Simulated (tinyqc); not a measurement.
From results back to parameters: averaged masses of warped heavy- and light-hole bands. Three cases, with inputs chosen for the exercise.

Problem. For B along [111] the central orbits have s = 1/4 all round, so the cyclotron masses are 1/(g1 -/+ sqrt(g2^2 + 3 g3^2)). They are given with the heavy-hole mass along [100], 1/(g1 - 2 g2); g2 and g3 are positive.

Find: g1; sqrt(g2^2 + 3 g3^2); g2; g3.

Method. The mean of the two inverse cyclotron masses is g1 and half their difference is the root; g2 = (g1 - 1/m[100])/2, and g3 follows.

Case 1.

heavy and light cyclotron mass for B along [111]; heavy mass along [100] (m0): 0.6743408  0.0804048  0.3521127

Solution.

g1 = 6.96
sqrt(g2^2 + 3 g3^2) = 5.477
g2 = 2.06
g3 = 2.93

Case 2.

heavy and light cyclotron mass for B along [111]; heavy mass along [100] (m0): 0.3992290  0.0418145  0.2061856

Solution.

g1 = 13.21
sqrt(g2^2 + 3 g3^2) = 10.705
g2 = 4.18
g3 = 5.69

Case 3.

heavy and light cyclotron mass for B along [111]; heavy mass along [100] (m0): 0.4763973  0.0403211  0.2493766

Solution.

g1 = 13.45
sqrt(g2^2 + 3 g3^2) = 11.351
g2 = 4.72
g3 = 5.96

Computed by tinyqc, one run a case: `OMP_NUM_THREADS=1 python tinyqc.py N N+1 out.jsonl` with N = 1080809, 1080818, 1080858; one thread of a shared Intel(R) Xeon(R) Processor @ 2.30GHz, about 0.04 s a run at most.
